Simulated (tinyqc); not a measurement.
# Illuminated p-n diode, drift-diffusion by the Gummel loop with Scharfetter-Gummel fluxes: what changes with what

Abrupt junction at x = 0, p side from -Lp, n side to Ln, ohmic contacts. psi is counted from the intrinsic level; n = ni exp((psi - phin)/Vt), p = ni exp((phip - psi)/Vt). Contacts: p side psi = V - Vt ln(Na/ni), p = Na, n = ni^2/Na; n side psi = Vt ln(Nd/ni), n = Nd, p = ni^2/Nd. Constant mobilities, D = mu Vt, Boltzmann statistics, SRH recombination through a mid-gap level, U = (n p - ni^2)/(tp (n + ni) + tn (p + ni)). Current is positive from the p contact to the n contact.

Values chosen for this exercise; band and dielectric values those of a made-up semiconductor:
- T = 275 K (temperature)
- Eg = 1.21 eV (band gap)
- eps_r = 10.6 (relative permittivity)
- Nc = 2.78e19 cm^-3 (conduction-band density of states at T)
- Nv = 2.23e19 cm^-3 (valence-band density of states at T)
- Na = 2e17 cm^-3 (acceptor density of the p side)
- Nd = 2e16 cm^-3 (donor density of the n side)
- mun = 1100 cm^2/(V s) (electron mobility)
- mup = 430 cm^2/(V s) (hole mobility)
- tn = 3e-8 s (SRH lifetime of electrons)
- tp = 1e-7 s (SRH lifetime of holes)
- Lp = 5 um (length of the p side)
- Ln = 1.7 um (length of the n side)
- G = 7e20 cm^-3 s^-1 (uniform generation rate)

Constants: q = 1.602176634e-19 C, kB = 1.380649e-23 J/K, Vt = kB T/q, eps0 = 8.8541878128e-14 F/cm where lengths are in cm. Results are converted to the units shown.

Each table varies one quantity; the others keep the values above.

## Current against voltage in the dark

ni = sqrt(Nc Nv) exp(-Eg/(2 Vt)), Eg in volts. Poisson and both continuity equations are solved self-consistently with Scharfetter-Gummel fluxes on a graded mesh of 500 nodes. J_scr is q times the integral of U between -xp and xn. Ideal diffusion current J_id = q ni^2 [Dn coth(wp/Le)/(Le Na) + Dp coth(wn/Lh)/(Lh Nd)] (exp(V/Vt) - 1), Le = sqrt(Dn tn), Lh = sqrt(Dp tp), wp = Lp - xp, wn = Ln - xn, with xp and xn from the depletion approximation (W = sqrt(2 eps0 eps_r (Vbi - V)(1/Na + 1/Nd)/q), xp = W Nd/(Na + Nd), xn = W Na/(Na + Nd), Vbi = Vt ln(Na Nd/ni^2)). Ideality factor = 0.004 V/(Vt ln[J(V + 0.004 V)/J(V)]). Here G = 0.

In this table G = 0 cm^-3 s^-1.

Result of one run:

| V (V) | J (A/cm^2) | ideality factor | J_scr/J (%) | J_id (A/cm^2) | share recombining at the contacts (%) | larger minority/doping at -xp and xn |
|---|---|---|---|---|---|---|
| 0.42 | 5.31e-6 | 1.57 | 77.5 | 1.20e-6 | 22.0 | 8.02e-9 |

What becomes of these results when the bias of the p contact V is changed from 0.42 to 0.34 V, all else the same?

Result of the changed run:

| V (V) | J (A/cm^2) | ideality factor | J_scr/J (%) | J_id (A/cm^2) | share recombining at the contacts (%) | larger minority/doping at -xp and xn |
|---|---|---|---|---|---|---|
| 0.34 | 7.37e-7 | 1.81 | 94.4 | 4.13e-8 | 5.46 | 2.77e-10 |

The whole series:

| V (V) | J (A/cm^2) | ideality factor | J_scr/J (%) | J_id (A/cm^2) | share recombining at the contacts (%) | larger minority/doping at -xp and xn |
|---|---|---|---|---|---|---|
| 0.19 | 2.55e-8 | 1.90 | 99.7 | 7.46e-11 | 0.285 | 5.01e-13 |
| 0.26 | 1.21e-7 | 1.89 | 98.8 | 1.42e-9 | 1.15 | 9.55e-12 |
| 0.34 | 7.37e-7 | 1.81 | 94.4 | 4.13e-8 | 5.46 | 2.77e-10 |
| 0.42 | 5.31e-6 | 1.57 | 77.5 | 1.20e-6 | 22.0 | 8.02e-9 |
| 0.5 | 5.95e-5 | 1.24 | 41.8 | 3.48e-5 | 56.9 | 2.31e-7 |
| 0.58 | 0.00116 | 1.06 | 13.4 | 0.00101 | 84.7 | 6.65e-6 |
| 0.66 | 0.0301 | 1.02 | 3.40 | 0.0293 | 94.4 | 1.89e-4 |
| 0.74 | 0.844 | 1.01 | 0.858 | 0.846 | 96.8 | 0.00521 |
| 0.82 | 22.3 | 1.09 | 0.220 | 24.4 | 97.4 | 0.117 |

J rises from 2.55e-8 to 22.3 A/cm^2; the ideality factor goes from 1.90 through a minimum of 1.01 (at V = 0.74 V among the rows listed) to 1.09. Recombination in the depleted layer carries over half of the current up to V = 0.42 V, where the factor is 1.57; it grows roughly as exp(V/2 Vt), so diffusion overtakes it. Where the factor is lowest (V = 0.74 V), J is 0.33 % below the ideal diffusion current. From V = 0.82 V on the minority density at an edge of the layer exceeds a tenth of the doping, and in the last row J is 8.6 % below the ideal value.

## Solar-cell figures against the SRH lifetime of electrons

Jsc = -J(0), collected share Jsc/(q G (Lp + Ln)), estimate q G [W + Le tanh(wp/2 Le) + Lh tanh(wn/2 Lh)] at V = 0 with Le = sqrt(Dn tn), Lh = sqrt(Dp tp), W, wp = Lp - xp and wn = Ln - xn from the depletion approximation; J(Voc) = 0; Vmp maximises -J V; FF = Pmax/(Jsc Voc).

Solar-cell figures against the SRH lifetime of electrons:

| tn (s) | Jsc (mA/cm^2) | collected share (%) | estimate of Jsc (mA/cm^2) | Voc (V) | Vmp (V) | FF | Pmax (mW/cm^2) |
|---|---|---|---|---|---|---|---|
| 1e-10 | 16.7 | 22.2 | 16.7 | 0.624 | 0.534 | 0.777 | 8.08 |
| 1e-9 | 27.5 | 36.6 | 27.5 | 0.651 | 0.569 | 0.814 | 14.6 |
| 1e-8 | 36.9 | 49.1 | 36.9 | 0.664 | 0.584 | 0.831 | 20.3 |
| 1e-7 | 38.7 | 51.5 | 38.7 | 0.666 | 0.588 | 0.835 | 21.5 |
| 1e-6 | 38.9 | 51.7 | 38.9 | 0.666 | 0.589 | 0.837 | 21.7 |

As tn rises from 1e-10 to 1e-6, the collected share rises from 22.2 to 51.7 %, Voc rises from 0.624 to 0.666 V and FF rises from 0.777 to 0.837. The estimate of Jsc is within 0.31 % in all rows.

Computed by the program tinyqc: `OMP_NUM_THREADS=1 python tinyqc.py 2240005 2240006 out.jsonl`, one thread of a shared Intel Xeon 2.30GHz, about 0.7 s for the whole run.
